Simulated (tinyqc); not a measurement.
Single-oscillator infrared dielectric function of a polar cubic crystal: one step, computed by the program tinyqc. Command: `OMP_NUM_THREADS=1 python tinyqc.py 3021113 3021114 out.jsonl infrared walk`. One thread of a shared host (Intel(R) Xeon(R) Processor @ 2.30GHz), about 0.01 s of CPU time with the checks.

One ion pair, charges +Z* and -Z*, in a cell of volume Omega = a^3/4. Frequencies omega are given as wavenumbers (1/cm); eps_s is the static dielectric constant.

Question. LO frequency and static constant from the Born charge. mu = M_A M_B/(M_A + M_B); ionic plasma term W^2 = 4 pi Z*^2 (e^2/(4 pi eps_0))/(Omega mu) in eV/(angstrom^2 u), turned into 1/cm by W = 15.6333042 x 33.35640952 x sqrt(W^2); omega_LO^2 = omega_TO^2 + W^2/eps_inf; eps_s = eps_inf + W^2/omega_TO^2; Szigeti charge 3 Z*/(eps_inf + 2); longitudinal (Callen) charge Z*/eps_inf.

Inputs (values chosen for the exercise, modelled on sodium chloride):
```
quantity            value      unit
lattice constant a   5.64  angstrom
mass M_A            22.99         u
mass M_B            35.45         u
omega_TO              161      1/cm
Born charge Z*       1.11         e
eps_inf              2.23         -
```

Structure: rock salt. Free carriers: absent.

Constants: nu for 1 eV/(angstrom^2 u) = 15.6333042 THz; 1 THz = 33.35640952 1/cm; e^2/(4 pi eps_0) = 14.39964548 eV angstrom.

Give: reduced mass mu; W; omega_LO; eps_s; Szigeti charge; Callen charge.

Answer.

reduced mass mu = 13.95 u

W = 311.3 1/cm

omega_LO = 263.4 1/cm

eps_s = 5.969

Szigeti charge = 0.7872 e

Callen charge = 0.4978 e

omega_LO/omega_TO = 1.636; the ions supply 63 % of eps_s, as in a strongly ionic or soft-mode crystal.
